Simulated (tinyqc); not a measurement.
Temperature and segregation coefficient: dopant redistribution at a moving silicon-oxide interface during parabolic oxidation. Computed by tinyqc, a small Python program. Command: `OMP_NUM_THREADS=1 python tinyqc.py 3022002 3022003 out.jsonl segox walk`. One thread of a shared host (Intel(R) Xeon(R) Processor @ 2.30GHz), about 0.01 s of CPU time with the checks.

Uniformly doped silicon is oxidised with x_ox = sqrt(B t); the interface advances into the silicon by alpha x_ox, alpha = 0.44. The dopant does not move in the oxide, and at the interface C(silicon) = m C(oxide).

Inputs (values chosen for the exercise, modelled on boron in silicon under steam): dopant prefactor D0 = 0.867 cm^2/s; dopant activation energy E = 3.53 eV; oxidation prefactor B0 = 420 um^2/h; oxidation activation energy E_B = 0.782 eV; segregation coefficient m = C(silicon)/C(oxide) = 0.32.

Constants: k_B = 8.617333262e-05 eV/K.

Method:
- D = D0 exp(-E/(k_B T)), converted with 1 cm^2/s = 3.6e11 um^2/h; B = B0 exp(-E_B/(k_B T)); s = alpha sqrt(B/(4 D)), the interface advance over 2 sqrt(D t).
- Temperatures in kelvin are T(C) + 273.15.
- With the dopant diffusivity D and s = alpha x_ox/(2 sqrt(D t)), in the silicon C = C_B + (C_s - C_B) erfc(y/(2 sqrt(D t)))/erfc(s), y from the original surface. Dopant balance at the interface gives C_s/C_B = 1/[1 + (1/(m alpha) - 1) g], g = sqrt(pi) s exp(s^2) erfc(s).

C_s/C_B:
```
T (C)       s   this m  m = 0.2  m = 1/alpha  m = 10
850    11.811  0.14123  0.08829            1  4.3476
900     6.449  0.14222  0.08894            1  4.2329
950     3.700  0.14492  0.09074            1  3.9548
1000    2.218  0.15123  0.09495            1  3.4565
1050    1.381  0.16362  0.10329            1  2.8353
1100    0.891  0.18430  0.11742            1  2.2751
1150    0.592  0.21459  0.13858            1  1.8638
1200    0.405  0.25474  0.16755            1  1.5884
```

What does the comparison show, and why?

s falls from 11.8 to 0.405 as T rises, because diffusion has the larger activation energy (3.53 against 0.782 eV); the ratio for this m moves from 0.141 to 0.255, towards 1. At m = 1/alpha the oxide takes exactly what the silicon held, and nothing moves. The ratio does not depend on time, since both lengths grow as sqrt(t).
